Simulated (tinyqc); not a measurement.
Round or elliptic silicon nanowire with anisotropic valleys (Ritz method): sweeps and comparisons. A value that a table varies takes the place of the one given here.

Wire along x = [110] on a (001) wafer, y = [-110], z = [001]. Valley groups (w = inverse masses): A, two valleys along z: w_y = 1/mt, w_z = 1/ml, m_x = mt; B, four valleys in the wafer plane: w_y = (1/ml + 1/mt)/2, w_z = 1/mt, m_x = (ml + mt)/2.

Hard wall on the ellipse (y/a)^2 + (z/b)^2 = 1, c = hbar^2/2m0. With u = y/a, v = z/b the operator is -c [(w_y/a^2) d2/du2 + (w_z/b^2) d2/dv2] on the unit disc. Basis (1 - u^2 - v^2) u^i v^j; S, X and Y are the disc integrals of f f', (df/du)(df'/du) and (df/dv)(df'/dv), from the integral of u^p v^q = 2 Gamma((p+1)/2) Gamma((q+1)/2)/((p + q + 2) Gamma((p+q+2)/2)) for even p, q; H = c (w_y X/a^2 + w_z Y/b^2).

Converged values use 21 functions of each parity class (e or o in u, then in v).

Constants: hbar^2/2m0 = 3.80998211 eV angstrom^2.

Parameters, chosen for this exercise (near those of a Si nanowire; the results hold for these values, not for the real material):
```
symbol  value                              unit      meaning
ml      0.909                              m0        longitudinal mass
mt      0.193                              m0        transverse mass
a       22                                 angstrom  semi-axis along y
b       17                                 angstrom  semi-axis along z
asp     (0.4, 0.6, 0.8, 1, 1.3, 1.8, 2.5)            ratios a/b
area    11.7                               nm^2      cross-section, kept fixed
hw      3                                            height over mean width
```

## Size of the basis

Lowest level of each group with 1, 3, 6 and 21 even functions.

Levels (meV):
```
functions       A       B
1          165.87  279.09
3          158.77  267.21
6          158.70  267.10
21         158.70  267.10
```

What can be read from the table?

One function errs by 4.5 % for A and 4.5 % for B, six by 0.00018 and 0.00028 meV. The error grows with the axis ratio of the stretched ellipse (1.68, 1.66); for a circle it is 6/5.783 - 1 = 3.7 %.

## Flattening the wire at fixed area

a = sqrt(area x ratio/pi), b = a/ratio, 1 nm^2 = 100 angstrom^2; lowest level of each group.

Levels (eV):
```
a/b  a (angstrom)  b (angstrom)       A       B
0.4          12.2          30.5  0.3694  0.2900
0.6          14.9          24.9  0.2630  0.2464
0.8          17.3          21.6  0.2117  0.2387
1.0          19.3          19.3  0.1827  0.2458
1.3          22.0          16.9  0.1591  0.2688
1.8          25.9          14.4  0.1436  0.3212
2.5          30.5          12.2  0.1426  0.4050
```

What does this show?

Each group is lowest where its stretched ellipse is a circle, at a/b = sqrt(w_y/w_z): 2.17 for A and 0.78 for B. The lowest group is B in the first row and A in the last, crossing between a/b = 0.6 and 0.8; B - A is -79 meV in the first row and +262 meV in the last.

## Shape of the cross-section

Equal area, hard walls, lowest level of -c (w_y d2/dy2 + w_z d2/dz2), c = hbar^2/2m0. Rectangle W x H with H/W = hw; ellipse with b/a = hw; trapezoid of height H, base W/0.8 and top 0.6 of the base; isosceles triangle of height H and base 2W. Ellipse, trapezoid and triangle by converged Ritz bases; 1 nm^2 = 100 angstrom^2.

Levels:
```
shape      A (eV)  B (eV)  B - A (meV)
rectangle  0.5114  0.3583       -153.0
ellipse    0.4340  0.3233       -110.7
trapezoid  0.4332  0.3504        -82.8
triangle   0.2615  0.3062         44.8
```

W = 19.7 angstrom
H = 59.2 angstrom

What can be read from the table?

For group A the order is triangle, trapezoid, ellipse, rectangle, spanning 96 %. For group B the order is triangle, ellipse, trapezoid, rectangle, spanning 17 %. The ellipse lies below the rectangle for both groups, since corners hold little of the wave function. The triangle is lowest for A, whose light mass lies across the width and gains from the wide base. The spacing B - A of the valley groups runs from -153 to 45 meV.

## What each parameter does

Lowest level of groups A and B. Each row changes one parameter from the base and keeps the others.

Results:
```
case             A (eV)  B (eV)  B - A (meV)
base             0.1587  0.2671        108.4
a = 25 angstrom  0.1327  0.2501        117.3
b = 15 angstrom  0.1711  0.3216        150.5
ml = 1.018 m0    0.1540  0.2657        111.7
mt = 0.174 m0    0.1712  0.2948        123.6
```

What can be read from the table?

The largest shifts from the base row, up to three for each result and ties (the steps differ in size, so this ranks the rows, not the parameters). A (eV): a -0.0260, mt +0.0125, b +0.0124. B (eV): b +0.0545, mt +0.0277, a -0.0170. B - A (meV): b +42.1, mt +15.2, a +9.0.

tinyqc: `OMP_NUM_THREADS=1 python tinyqc.py 1251938 1251939 out.jsonl`; about 0.04 s, one thread, shared Intel(R) Xeon(R) Processor @ 2.30GHz.
